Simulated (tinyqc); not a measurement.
Barrier height from two thicknesses.

Inverse problem. Through a thick flat barrier T = c exp(-2 kappa t) with a prefactor c that does not depend on t, and kappa = sqrt(m1 phi1/C), C = hbar^2/(2 m0). Find kappa, the decades lost for each nanometre, c and phi1.

Values chosen for this exercise:

| symbol | value | unit | meaning |
|---|---|---|---|
| m1 | 0.19 | m0 | tunnelling mass of layer 1 |

Constants: q = 1.602176634e-19 C, hbar = 1.054571817e-34 J s, m0 = 9.1093837015e-31 kg, hbar^2/(2 m0) = 0.0380998212 eV nm^2. Results are converted to the units shown.

T at t = 1.3 and 2.4 nm: [0.0025393615, 5.6021784e-6]

Answer. The ratio of the two values removes c: kappa = ln(T_a/T_b)/(2 (t_b - t_a)).

kappa = 2.780 1/nm
decades a nanometre = 2.415
c = 3.500
phi1 = 1.550 eV

Computed by the program tinyqc: `OMP_NUM_THREADS=1 python tinyqc.py 2540116 2540117 out.jsonl`, one thread of a shared Intel Xeon 2.30GHz, about 0.04 s for the whole run.
